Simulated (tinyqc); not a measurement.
# MOS capacitor on a p-type substrate, surface potential from the exact charge relation, step by step

Computed by the program tinyqc: `OMP_NUM_THREADS=1 python tinyqc.py 2060078 2060079 out.jsonl`, one thread of a shared Intel Xeon 2.30GHz, about 0.01 s for the whole run. Printed values are rounded.

Uniform p-type substrate, Boltzmann statistics, full ionisation, classical densities. psi is the surface potential against the body (positive when the bands bend down) and u = psi/Vt. Traps are spread evenly over the gap and neutral at flat band, so their charge is -q Dit psi; the minority quasi-Fermi level is shifted by Vb.

Inputs (values chosen for the exercise); band and dielectric values close to those of silicon:

| symbol | value | unit | meaning |
|---|---|---|---|
| T | 250 | K | temperature |
| Eg | 1.13 | eV | band gap |
| eps_r | 11.5 |  | relative permittivity |
| Nc | 2.1e19 | cm^-3 | conduction-band density of states at T |
| Nv | 2.03e19 | cm^-3 | valence-band density of states at T |
| chi | 4.01 | eV | electron affinity |
| N | 1.9e15 | cm^-3 | acceptor density of the substrate |
| eox | 3.9 |  | relative permittivity of the gate insulator (close to silicon dioxide) |
| tox | 9.7 | nm | insulator thickness |
| phiM | 4.25 | eV | gate work function |
| Nf | 7.2e10 | cm^-2 | fixed charge at the interface, in units of q |
| Dit | 0 | cm^-2 eV^-1 | density of interface traps |
| Vb | 0 | V | reverse bias of the inversion layer against the body |
| Vg | -1.98 | V | gate voltage against the body |

Constants: q = 1.602176634e-19 C, kB = 1.380649e-23 J/K, Vt = kB T/q, eps0 = 8.8541878128e-14 F/cm where lengths are in cm. Results are converted to the units shown.

Range of the model: At this gate voltage the surface density exceeds 0.3 of the band density of states, so degeneracy and confinement would lower the charge and capacitance.

## Flat band, threshold and scales

ni = sqrt(Nc Nv) exp(-Eg/(2 Vt)), Eg in volts; phiF = Vt ln(N/ni); Cox = eps0 eox/tox; Vfb = phiM - chi - (Eg - Vt ln(Nv/N)) - q Nf/Cox; Q0 = sqrt(2 eps0 eps_r q N Vt); r = (ni/N)^2 exp(-Vb/Vt); VT = Vfb + [(2 phiF + Vb)(1 + q Dit/Cox) + sqrt(2 eps0 eps_r q N (2 phiF + Vb))/Cox].

ni = 8.413156e7 cm^-3
phiF = 0.3647876 V
Cox = 0.3559931 uF/cm^2
Vfb = -0.7225570 V
Q0 = 3.654490 nC/cm^2
r = 1.960698e-15
VT = 0.06675803 V

## Starting value

psi = Vg - Vfb, limited to the range from -4 Vt to +(2 phiF + Vb + 4 Vt).

psi at the start = -0.08617333 V

## Iteration 1: Newton step for the surface potential

u = psi/Vt; F^2 = exp(-u) + u - 1 + r (exp(u) - u - 1); Qs = -sign(u) Q0 F; Cs = -dQs/dpsi = (Q0/Vt) |1 - exp(-u) + r (exp(u) - 1)|/(2 F). f = Vfb + psi + (q Dit psi - Qs)/Cox - Vg, f' = 1 + (Cs + q Dit)/Cox, psi(new) = psi - f/f'.

u = -4
F = 7.042595
Qs = 25.73709 nC/cm^2
Cs = 0.6455069 uF/cm^2
f = 1.098973 V
f' = 2.813257
psi after iteration 1 = -0.4768142 V

## Iteration 2: Newton step for the surface potential

As before.

u = -22.13280
F = 63984.64
Qs = 2.338312e5 nC/cm^2
Cs = 5426.997 uF/cm^2
f = -656.0613 V
f' = 15245.67
psi after iteration 2 = -0.4337816 V

This iterate lies far beyond the solution, so its charge is not a physical one.

## Course of the Newton iteration

Stop when the step is below 1e-10 V, or after 60 iterations.

Course of the iteration:
```
iteration,psi before the step (V),f (V),step (V)
1,-0.08617333,1.10,-0.391
2,-0.4768142,-656,0.0430
3,-0.4337816,-241,0.0429
4,-0.3908492,-88.5,0.0426
5,-0.3482012,-32.3,0.0419
6,-0.3063490,-11.6,0.0397
7,-0.2666596,-4.01,0.0343
8,-0.2324035,-1.23,0.0231
9,-0.2093160,-0.273,8.63e-3
10,-0.2006899,-0.0248,9.49e-4
11,-0.1997405,-2.61e-4,1.02e-5
12,-0.1997303,-2.96e-8,1.16e-9
13,-0.1997303,< 1e-12,< 1e-13
```

Converged in 13 iterations. In 4 iterations the step is within 3 % of 2 Vt = 43.1 mV: there Qs grows as exp(|u|/2), and a Newton step on such an exponential moves psi by 2 Vt whatever the distance left.

## Charges, field and capacitances at the solution

converged psi = -0.1997303 V

u = psi/Vt; F^2 = exp(-u) + u - 1 + r (exp(u) - u - 1); Qs = -sign(u) Q0 F; Cs = -dQs/dpsi = (Q0/Vt) |1 - exp(-u) + r (exp(u) - 1)|/(2 F). Low frequency: 1/C_LF = 1/Cox + 1/(Cs + q Dit). High frequency, in the simple estimate in which traps and minority carriers do not follow: 1/C_HF = 1/Cox + 1/Cd, Cd being Cs with r = 0 at the same psi. Minority sheet density N_inv = (Q0/(2 q)) int_0^u r (exp(t) - 1)/F(t) dt for u > 0. Oxide field |Qs - q Dit psi + q Nf|/(eps0 eox).

Qs = 376.5385 nC/cm^2
N_inv = 0 cm^-2
oxide field = 1.123832 MV/cm
Cs = 8.746727 uF/cm^2
C_LF/Cox = 0.9608916
C_HF/Cox = 0.9608916

The surface is in accumulation (borders at |psi| = 0, phiF + Vb and 2 phiF + Vb = 0.730 V).
